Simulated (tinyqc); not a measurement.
Capacitance of parallel on-chip lines from Laplace's equation on a mesh: one step of the calculation.

Cross-section of an endless row of equal lines between two grounded planes; neighbours are driven in antiphase (+1 V and -1 V), so the plane midway between two lines is at 0 V. By symmetry one quarter is solved: x runs from the centre of a line (column 0, mirror) to that midplane (column 5, 0 V), y from the mid-height of the line (row 0, mirror) to the ground plane (row 5, 0 V). The line fills columns 0 to 2 and rows 0 to 2 at 1 V. Cells beside the line (below row 2) have e2, cells above have e1. Each link between nodes has the conductance g = mean permittivity of the two cells beside it (a cell beyond a mirror counts as 0), and the free nodes obey sum g (V_neighbour - V) = 0.

Question. Relaxation sweep. One sweep visits the free nodes row by row from row 0, left to right, and replaces V by V + om (weighted mean of the neighbours - V), using new values at once.

Values chosen for this exercise: over-relaxation factor om = 1.

V at the start (V):

|  | col 0 | col 1 | col 2 | col 3 | col 4 | col 5 |
|---|---|---|---|---|---|---|
| row 0 | 1 | 1 | 1 | 0 | 0 | 0 |
| row 1 | 1 | 1 | 1 | 0 | 0 | 0 |
| row 2 | 1 | 1 | 1 | 0 | 0 | 0 |
| row 3 | 0 | 0 | 0 | 0 | 0 | 0 |
| row 4 | 0 | 0 | 0 | 0 | 0 | 0 |
| row 5 | 0 | 0 | 0 | 0 | 0 | 0 |

gx:

|  | col 0 | col 1 | col 2 | col 3 | col 4 |
|---|---|---|---|---|---|
| row 0 | 1 | 1 | 1 | 1 | 1 |
| row 1 | 2 | 2 | 2 | 2 | 2 |
| row 2 | 2.35 | 2.35 | 2.35 | 2.35 | 2.35 |
| row 3 | 2.7 | 2.7 | 2.7 | 2.7 | 2.7 |
| row 4 | 2.7 | 2.7 | 2.7 | 2.7 | 2.7 |
| row 5 | 1.35 | 1.35 | 1.35 | 1.35 | 1.35 |

gy:

|  | col 0 | col 1 | col 2 | col 3 | col 4 | col 5 |
|---|---|---|---|---|---|---|
| row 0 | 1 | 2 | 2 | 2 | 2 | 1 |
| row 1 | 1 | 2 | 2 | 2 | 2 | 1 |
| row 2 | 1.35 | 2.7 | 2.7 | 2.7 | 2.7 | 1.35 |
| row 3 | 1.35 | 2.7 | 2.7 | 2.7 | 2.7 | 1.35 |
| row 4 | 1.35 | 2.7 | 2.7 | 2.7 | 2.7 | 1.35 |

Wanted: V after sweep 1.

Answer.

V after sweep 1 (V):

|  | col 0 | col 1 | col 2 | col 3 | col 4 | col 5 |
|---|---|---|---|---|---|---|
| row 0 | 1.000 | 1.000 | 1.000 | 0.250 | 0.062 | 0.000 |
| row 1 | 1.000 | 1.000 | 1.000 | 0.312 | 0.094 | 0.000 |
| row 2 | 1.000 | 1.000 | 1.000 | 0.316 | 0.099 | 0.000 |
| row 3 | 0.250 | 0.312 | 0.328 | 0.161 | 0.065 | 0.000 |
| row 4 | 0.062 | 0.094 | 0.105 | 0.067 | 0.033 | 0.000 |
| row 5 | 0.000 | 0.000 | 0.000 | 0.000 | 0.000 | 0.000 |

Program tinyqc, `OMP_NUM_THREADS=1 python tinyqc.py 2790227 2790228 out.jsonl`; Intel Xeon 2.30GHz, shared host, one thread, about 0.5 s.
